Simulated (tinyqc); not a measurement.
Schottky emission and Poole-Frenkel conduction in an insulator, and how to tell them apart: one step of the calculation.

Schottky emission (electrode-limited): J = As T^2 exp[-(pb - b sqrt(F))/Vt], b = sqrt(q/(4 pi eps0 ei)). Poole-Frenkel emission (bulk-limited): J = s0 F exp[-(pt - 2 b sqrt(F))/Vt]. F in V/cm.

Question. Both currents at one field. Lowerings b sqrt(F) and 2 b sqrt(F); the image-force maximum lies at sqrt(q/(16 pi eps0 ei F)) from the electrode.

Parameters, values chosen for the exercise; dielectric values close to those of hafnium oxide: temperature T = 325 K; high-frequency relative permittivity ei = 4.28; trap depth pt = 1.32 eV; Poole-Frenkel prefactor s0 = 0.012 S/cm; electrode barrier pb = 0.81 eV; Richardson constant As = 20 A/(cm^2 K^2); field F = 0.7 MV/cm.

Constants: q = 1.602176634e-19 C, kB = 1.380649e-23 J/K, Vt = kB T/q, eps0 = 8.8541878128e-14 F/cm where lengths are in cm. Results are converted to the units shown.

Wanted: Schottky lowering; position of the barrier top; Poole-Frenkel lowering; J, Schottky; J, Poole-Frenkel.

Answer.

Schottky lowering = 153.46 meV
position of the barrier top = 1.0962 nm
Poole-Frenkel lowering = 306.93 meV
J, Schottky = 1.3927e-4 A/cm^2
J, Poole-Frenkel = 1.6388e-12 A/cm^2

Injection and bulk transport act in series, so the smaller capacity limits the current: here the bulk, by a factor of 8.50e7.

Computed by the program tinyqc: `OMP_NUM_THREADS=1 python tinyqc.py 2370147 2370148 out.jsonl`, one thread of a shared Intel Xeon 2.30GHz, about 0.01 s for the whole run.
